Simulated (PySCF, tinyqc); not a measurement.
Inside a calculation. Method: FCI on RHF in the sto-3g basis, frozen core, for BeH+, spin multiplicity 1. The lowest restricted solution is unstable here: a spin-polarised one lies 0.0220 hartree lower (PySCF). Computed by tinyqc, a small Python program that keeps every step (integrals from PySCF). Settings: charge = 1, multiplicity = 1, basis = sto-3g, method = RHF, frozen orbitals = 1, energy threshold = 1e-10, iteration cap = 64, orthogonalisation = symmetric, start = core, DIIS depth = 6, ci = FCI. Command: `OMP_NUM_THREADS=1 python tinyqc.py 23114 23115 out.jsonl` (the two numbers bound the seeds that draw the settings). One thread of a shared host (Intel(R) Xeon(R) Processor @ 2.60GHz), about 0.1 s of CPU time with the checks. The early iterations of the SCF are left out here.

## One-electron integrals

Geometry (angstrom):
```
atom         x         y         z
Be    0.000000  0.000000  0.000000
H     0.000000  0.000000  2.004000
```

Basis sto-3g: exponents (1/bohr^2) and contraction coefficients of normalised primitives:
```
element  l (shell)   exponent  coefficient
Be           s (1)  30.167871     0.154329
Be           s (1)   5.495115     0.535328
Be           s (1)   1.487193     0.444635
Be           s (2)   1.314833    -0.099967
Be           s (2)   0.305539     0.399513
Be           s (2)   0.099371     0.700115
Be           p (3)   1.314833     0.155916
Be           p (3)   0.305539     0.607684
Be           p (3)   0.099371     0.391957
H            s (1)   3.425251     0.154329
H            s (1)   0.623914     0.535328
H            s (1)   0.168855     0.444635
```

Overlap, kinetic and nuclear-attraction integrals over the contracted functions; the nuclear repulsion is the sum of Za Zb / Rab.

nuclear repulsion = 1.05624194 hartree

overlap S:
```
           1Be 1s    1Be 2s   1Be 2px   1Be 2py   1Be 2pz     2H 1s
1Be 1s   1.000000  0.259517  0.000000  0.000000  0.000000  0.015863
1Be 2s   0.259517  1.000000  0.000000  0.000000  0.000000  0.231238
1Be 2px  0.000000  0.000000  1.000000  0.000000  0.000000  0.000000
1Be 2py  0.000000  0.000000  0.000000  1.000000  0.000000  0.000000
1Be 2pz  0.000000  0.000000  0.000000  0.000000  1.000000  0.310711
2H 1s    0.015863  0.231238  0.000000  0.000000  0.310711  1.000000
```

kinetic energy T (hartree):
```
            1Be 1s     1Be 2s   1Be 2px   1Be 2py   1Be 2pz      2H 1s
1Be 1s    6.693975  -0.033012  0.000000  0.000000  0.000000  -0.005468
1Be 2s   -0.033012   0.211111  0.000000  0.000000  0.000000   0.005882
1Be 2px   0.000000   0.000000  0.660592  0.000000  0.000000   0.000000
1Be 2py   0.000000   0.000000  0.000000  0.660592  0.000000   0.000000
1Be 2pz   0.000000   0.000000  0.000000  0.000000  0.660592   0.042480
2H 1s    -0.005468   0.005882  0.000000  0.000000  0.042480   0.760032
```

nuclear attraction V (hartree):
```
             1Be 1s     1Be 2s    1Be 2px    1Be 2py    1Be 2pz      2H 1s
1Be 1s   -14.825153  -1.967774   0.000000   0.000000  -0.008048  -0.119097
1Be 2s    -1.967774  -2.575055   0.000000   0.000000  -0.083259  -0.503949
1Be 2px    0.000000   0.000000  -2.538096   0.000000   0.000000   0.000000
1Be 2py    0.000000   0.000000   0.000000  -2.538096   0.000000   0.000000
1Be 2pz   -0.008048  -0.083259   0.000000   0.000000  -2.592768  -0.659119
2H 1s     -0.119097  -0.503949   0.000000   0.000000  -0.659119  -2.282467
```

core Hamiltonian H = T + V (hartree):
```
            1Be 1s     1Be 2s    1Be 2px    1Be 2py    1Be 2pz      2H 1s
1Be 1s   -8.131178  -2.000786   0.000000   0.000000  -0.008048  -0.124565
1Be 2s   -2.000786  -2.363944   0.000000   0.000000  -0.083259  -0.498067
1Be 2px   0.000000   0.000000  -1.877504   0.000000   0.000000   0.000000
1Be 2py   0.000000   0.000000   0.000000  -1.877504   0.000000   0.000000
1Be 2pz  -0.008048  -0.083259   0.000000   0.000000  -1.932176  -0.616638
2H 1s    -0.124565  -0.498067   0.000000   0.000000  -0.616638  -1.522435
```

## Two-electron integrals

Functions are numbered as in S; the eight-fold symmetry (ij|kl) = (ji|kl) = (kl|ij) leaves the list below.

Two-electron integrals (ij|kl) in chemists' order, unique and non-zero (hartree):
```
(11|11) 2.298831   (21|11) 0.392036   (21|21) 0.079539   (22|11) 0.570988
(22|21) 0.143041   (22|22) 0.417683   (31|31) 0.014607   (32|31) 0.021888
(32|32) 0.092265   (33|11) 0.569578   (33|21) 0.143083   (33|22) 0.417589
(33|33) 0.449859   (41|41) 0.014607   (42|41) 0.021888   (42|42) 0.092265
(43|43) 0.024249   (44|11) 0.569578   (44|21) 0.143083   (44|22) 0.417589
(44|33) 0.401360   (44|44) 0.449859   (51|51) 0.014607   (52|51) 0.021888
(52|52) 0.092265   (53|53) 0.024249   (54|54) 0.024249   (55|11) 0.569578
(55|21) 0.143083   (55|22) 0.417589   (55|33) 0.401360   (55|44) 0.401360
(55|55) 0.449859   (61|11) 0.023530   (61|21) 0.004778   (61|22) 0.008694
(61|33) 0.008638   (61|44) 0.008638   (61|51) 0.000453   (61|52) 0.000851
(61|55) 0.008812   (61|61) 0.000303   (62|11) 0.088400   (62|21) 0.022637
(62|22) 0.076532   (62|33) 0.073329   (62|44) 0.073329   (62|51) 0.002863
(62|52) 0.020525   (62|55) 0.082855   (62|61) 0.001514   (62|62) 0.025784
(63|31) 0.001600   (63|32) 0.008454   (63|53) 0.003158   (63|63) 0.001742
(64|41) 0.001600   (64|42) 0.008454   (64|54) 0.003158   (64|64) 0.001742
(65|11) 0.108463   (65|21) 0.028002   (65|22) 0.098268   (65|33) 0.092760
(65|44) 0.092760   (65|51) 0.004448   (65|52) 0.031263   (65|55) 0.109172
(65|61) 0.001919   (65|62) 0.036674   (65|65) 0.052855   (66|11) 0.263934
(66|21) 0.068471   (66|22) 0.258705   (66|33) 0.242868   (66|44) 0.242868
(66|51) 0.007984   (66|52) 0.078303   (66|55) 0.289954   (66|61) 0.004577
(66|62) 0.121535   (66|65) 0.180066   (66|66) 0.774606
```

## Orthogonalisation

S = U s U^T; symmetric (Loewdin) form X = U s^(-1/2) U^T, so that X^T S X = 1.

eigenvalues of S: 0.580275  0.804167  1.000000  1.000000  1.182780  1.432779

X:
```
            1Be 1s     1Be 2s   1Be 2px   1Be 2py    1Be 2pz      2H 1s
1Be 1s    1.027196  -0.139259  0.000000  0.000000  -0.004812   0.017504
1Be 2s   -0.139259   1.050867  0.000000  0.000000   0.031476  -0.132092
1Be 2px   0.000000   0.000000  1.000000  0.000000   0.000000   0.000000
1Be 2py   0.000000   0.000000  0.000000  1.000000   0.000000   0.000000
1Be 2pz  -0.004812   0.031476  0.000000  0.000000   1.040784  -0.172090
2H 1s     0.017504  -0.132092  0.000000  0.000000  -0.172090   1.063963
```

## Iteration 8 (converged): orbitals

converged F (hartree):
```
            1Be 1s     1Be 2s    1Be 2px    1Be 2py    1Be 2pz      2H 1s
1Be 1s   -4.973338  -1.396782   0.000000   0.000000   0.015225  -0.086026
1Be 2s   -1.396782  -0.837403   0.000000   0.000000  -0.081046  -0.310813
1Be 2px   0.000000   0.000000  -0.115282   0.000000   0.000000   0.000000
1Be 2py   0.000000   0.000000   0.000000  -0.115282   0.000000   0.000000
1Be 2pz   0.015225  -0.081046   0.000000   0.000000  -0.196716  -0.271219
2H 1s    -0.086026  -0.310813   0.000000   0.000000  -0.271219  -0.379967
```

Diagonalise F' = X^T F X, C = X C', fill 2 alpha and 2 beta electrons from the bottom; D = 2 C_occ C_occ^T. Each column has its largest component positive (the first on a tie).

F' = X^T F X (hartree):
```
           1          2          3          4          5          6
1  -4.866075  -0.698572   0.000000   0.000000   0.014750   0.031108
2  -0.698572  -0.539334   0.000000   0.000000  -0.029718  -0.208430
3   0.000000   0.000000  -0.115282   0.000000   0.000000   0.000000
4   0.000000   0.000000   0.000000  -0.115282   0.000000   0.000000
5   0.014750  -0.029718   0.000000   0.000000  -0.129945  -0.206224
6   0.031108  -0.208430   0.000000   0.000000  -0.206224  -0.265928
```

orbital energies (hartree): MO1 -4.976087, MO2 -0.619570, MO3 -0.249106, MO4 -0.115282, MO5 -0.115282, MO6 0.043481

coefficients C:
```
               MO1        MO2        MO3       MO4        MO5        MO6
1Be 1s    0.993049  -0.207118  -0.196712  0.000000   0.000000  -0.084352
1Be 2s    0.025782   0.701523   0.719957  0.000000   0.000000   0.361960
1Be 2px   0.000000   0.000000   0.000000  0.538900   0.842369   0.000000
1Be 2py   0.000000   0.000000   0.000000  0.842369  -0.538900   0.000000
1Be 2pz  -0.002028   0.235358  -0.544249  0.000000   0.000000   0.873072
2H 1s    -0.002616   0.501996  -0.463617  0.000000   0.000000  -0.844061
```

D after iteration 8:
```
            1Be 1s     1Be 2s   1Be 2px   1Be 2py    1Be 2pz      2H 1s
1Be 1s    2.058088  -0.239392  0.000000  0.000000  -0.101523  -0.213142
1Be 2s   -0.239392   0.985600  0.000000  0.000000   0.330114   0.704189
1Be 2px   0.000000   0.000000  0.000000  0.000000   0.000000   0.000000
1Be 2py   0.000000   0.000000  0.000000  0.000000   0.000000   0.000000
1Be 2pz  -0.101523   0.330114  0.000000  0.000000   0.110795   0.236309
2H 1s    -0.213142   0.704189  0.000000  0.000000   0.236309   0.504014
```

Within a degenerate level the vectors are fixed only up to a rotation; this is one choice.

## Convergence

Stop when the energy changes by less than 1e-10 hartree and every element of the error matrix X^T (F D S - S D F) X is below 3e-06.

Course of the cycle:
```
iteration   E (hartree)     change  largest element of the error matrix
1          -14.33195212          -                             2.53e-01
2          -14.57496272  -2.43e-01                             4.52e-02
3          -14.57929372  -4.33e-03                             1.29e-02
4          -14.57994701  -6.53e-04                             4.23e-03
5          -14.58000605  -5.90e-05                             2.78e-04
6          -14.58000627  -2.16e-07                             3.36e-05
7          -14.58000627  -3.90e-09                             1.14e-07
8          -14.58000627   8.88e-15                             5.01e-08
```

PySCF RHF in the same basis = -14.58000627 hartree

Converged in 8 iterations.

## Integrals over molecular orbitals

(pq|rs) = sum C_ip C_jq C_kr C_ls (ij|kl), one index at a time.

one-electron integrals over orbitals h = C^T H C (hartree):
```
           1          2          3          4          5          6
1  -8.121820   0.180460   0.188561   0.000000   0.000000   0.051544
2   0.180460  -1.918771  -0.113735   0.000000   0.000000  -0.242196
3   0.188561  -0.113735  -1.810689   0.000000   0.000000   0.127463
4   0.000000   0.000000   0.000000  -1.877504   0.000000   0.000000
5   0.000000   0.000000   0.000000   0.000000  -1.877504   0.000000
6   0.051544  -0.242196   0.127463   0.000000   0.000000  -1.658850
```

Two-electron integrals over orbitals (pq|rs), unique and non-zero (hartree); the lowest 1 orbital is frozen and left out:
```
(22|22) 0.429347    (32|22) -0.060724   (32|32) 0.079978    (33|22) 0.334155
(33|32) 0.023461    (33|33) 0.404289    (42|42) 0.047823    (43|42) 0.036493
(43|43) 0.045989    (44|22) 0.343570    (44|32) 0.052265    (44|33) 0.368487
(44|44) 0.449859    (52|52) 0.047823    (53|52) 0.036493    (53|53) 0.045989
(54|54) 0.024249    (55|22) 0.343570    (55|32) 0.052265    (55|33) 0.368487
(55|44) 0.401360    (55|55) 0.449859    (62|22) -0.006585   (62|32) 0.059162
(62|33) -0.007343   (62|44) 0.069635    (62|55) 0.069635    (62|62) 0.110852
(63|22) 0.056230    (63|32) -0.077913   (63|33) -0.038547   (63|44) -0.046308
(63|55) -0.046308   (63|62) -0.062558   (63|63) 0.095172    (64|42) 0.022491
(64|43) 0.004502    (64|64) 0.020988    (65|52) 0.022491    (65|53) 0.004502
(65|65) 0.020988    (66|22) 0.435277    (66|32) -0.062743   (66|33) 0.364202
(66|44) 0.348702    (66|55) 0.348702    (66|62) -0.025427   (66|63) 0.054369
(66|66) 0.466795
```

## FCI: determinants and Hamiltonian

one-electron integrals dressed by the frozen orbital, h + 2 (pq|11) - (p1|1q) (hartree):
```
           2          3          4          5          6
2  -1.048917   0.060724   0.000000   0.000000   0.006585
3   0.060724  -0.837436   0.000000   0.000000  -0.053297
4   0.000000   0.000000  -0.754599   0.000000   0.000000
5   0.000000   0.000000   0.000000  -0.754599   0.000000
6   0.006585  -0.053297   0.000000   0.000000  -0.716220
```

energy of the frozen orbital, 2 h_11 + (11|11) = -13.96776116 hartree

Hartree-Fock energy = -14.58000627 hartree

Slater-Condon rules over spin orbitals, with the nuclear repulsion and the energy of the frozen orbital added and E(HF) subtracted on the diagonal. Only determinants linked to the reference directly or through others are kept (one block of an abelian symmetry group), so some states are absent.

Occupation strings over the orbitals (2 doubly, a alpha, b beta, 0 empty; spin orbitals ordered 1a 1b 2a 2b ...): 220000 2ab000 2a000b 2ba000 2b000a 202000 20a00b 200200 200020 20b00a 200002

H - E(HF) between determinants (hartree):
```
           220000     2ab000     2a000b     2ba000     2b000a     202000     20a00b     200200
220000   0.000000   0.000000   0.000000   0.000000   0.000000   0.079978   0.059162   0.047823
2ab000   0.000000   0.116288   0.002933  -0.079978  -0.059162   0.084185  -0.077913   0.036493
2a000b   0.000000   0.002933   0.338627  -0.059162  -0.110852  -0.077913  -0.002019   0.022491
2ba000   0.000000  -0.079978  -0.059162   0.116288   0.002933  -0.084185   0.000757  -0.036493
2b000a   0.000000  -0.059162  -0.110852   0.002933   0.338627   0.077913   0.062558  -0.022491
202000   0.079978   0.084185  -0.077913  -0.084185   0.077913   0.397903  -0.091844   0.045989
20a00b   0.059162  -0.077913  -0.002019   0.000757   0.062558  -0.091844   0.479033   0.004502
200200   0.047823   0.036493   0.022491  -0.036493  -0.022491   0.045989   0.004502   0.609147
200020   0.047823   0.036493   0.022491  -0.036493  -0.022491   0.045989   0.004502   0.024249
20b00a  -0.059162   0.000757   0.062558  -0.077913  -0.002019   0.091844  -0.095172  -0.004502
200002   0.110852  -0.062558  -0.018841   0.062558   0.018841   0.095172   0.001072   0.020988

           200020     20b00a     200002
220000   0.047823  -0.059162   0.110852
2ab000   0.036493   0.000757  -0.062558
2a000b   0.022491   0.062558  -0.018841
2ba000  -0.036493  -0.077913   0.062558
2b000a  -0.022491  -0.002019   0.018841
202000   0.045989   0.091844   0.095172
20a00b   0.004502  -0.095172   0.001072
200200   0.024249  -0.004502   0.020988
200020   0.609147  -0.004502   0.020988
20b00a  -0.004502   0.479033  -0.001072
200002   0.020988  -0.001072   0.702842
```

## FCI: roots

Diagonalise (each vector has its largest component positive (the first on a tie)); all determinants have Ms = 0, so triplets appear too. The lowest singlet root is the correlation energy.

lowest roots of this matrix, relative to E(HF) (hartree): -0.050833  0.011107  0.090610  0.210708  0.288250  0.426130  0.507031  0.584898

lowest vectors:
```
           root 1    root 2     root 3     root 4
220000   0.947580  0.000000  -0.142750   0.000000
2ab000   0.036788  0.682168   0.587706  -0.090848
2a000b  -0.054249  0.144124  -0.179317   0.648359
2ba000  -0.036788  0.682168  -0.587706  -0.090848
2b000a   0.054249  0.144124   0.179317   0.648359
202000  -0.219534  0.000000  -0.426789   0.000000
20a00b  -0.122068  0.117793   0.008056  -0.267165
200200  -0.046996  0.000000  -0.023406   0.000000
200020  -0.046996  0.000000  -0.023406   0.000000
20b00a   0.122068  0.117793  -0.008056  -0.267165
200002  -0.105291  0.000000   0.202835   0.000000
```

<S^2> of these roots: 0.000000  2.000000  0.000000  2.000000  0.000000  2.000000  0.000000  0.000000

weight of the ground state by excitation level 0, 1, 2, ...: 0.897908  0.008593  0.093499

The reference has a weight of only 0.90: one determinant is a poor start here.
